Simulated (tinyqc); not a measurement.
Monte Carlo simulation of one carrier in a uniform electric field: one step, computed by the program tinyqc. Command: `OMP_NUM_THREADS=1 python tinyqc.py 3009420 3009421 out.jsonl mcfl walk`. One thread of a shared host (Intel(R) Xeon(R) Processor @ 2.30GHz), about 1 s of CPU time with the checks.

The force e F acts along +z. Flights end at the constant total rate Gamma; the part of Gamma that the real rates do not fill is self-scattering, which leaves k unchanged. One valley, no impurities; equivalent final valleys enter only through Z_f in the optical rate.

Problem. Flight 1. Kane band: hbar^2 k^2/(2 m) = E (1 + alpha E), speed v = hbar k/(m (1 + 2 alpha E)), states per spin, volume and energy g(E) = m k (1 + 2 alpha E)/(2 pi^2 hbar^2); overlap factors are set to 1. Masses are multiplied by m_0 and all formulas are in SI units. Flight: t = -ln(r1)/Gamma; k_z grows by e F t/hbar; E follows from the band; dz = (E_end - E_start)/(e F). Use row 1 of the random numbers.

Inputs (values chosen for the exercise, modelled on electrons in silicon): effective mass m = 0.322 m_0; non-parabolicity alpha = 0.5 1/eV; lattice temperature T = 150 K; electric field F = 14 kV/cm.

Crystal: non-polar. Band: Kane.

starting wave vector (1/nm): [-0.087, -0.27, -0.2]

Random numbers (0.02 to 0.98, from up to 60 sets tried for early real events), one row a flight, columns r1, r2, r3, r4:
```
[[0.8105, 0.6694, 0.7713, 0.6673],
 [0.5357, 0.0275, 0.0390, 0.1643],
 [0.5636, 0.1331, 0.2859, 0.4185],
 [0.6958, 0.3694, 0.1623, 0.3224],
 [0.2847, 0.9158, 0.5012, 0.8202],
 [0.8604, 0.3194, 0.9157, 0.1365],
 [0.8784, 0.8203, 0.9190, 0.5257]]
```

Gamma = 35.85792 1e12/s

Constants: e = 1.602176634e-19 C; hbar = 1.054571817e-34 J s; m_0 = 9.1093837015e-31 kg.

Give: flight time t; k at the end of the flight; energy at the end; displacement dz.

Solution.

flight time t = 5.859 fs

k at the end of the flight (1/nm): [-0.0870, -0.2700, -0.1875]

energy at the end = 13.59 meV

displacement dz = -0.4026 nm
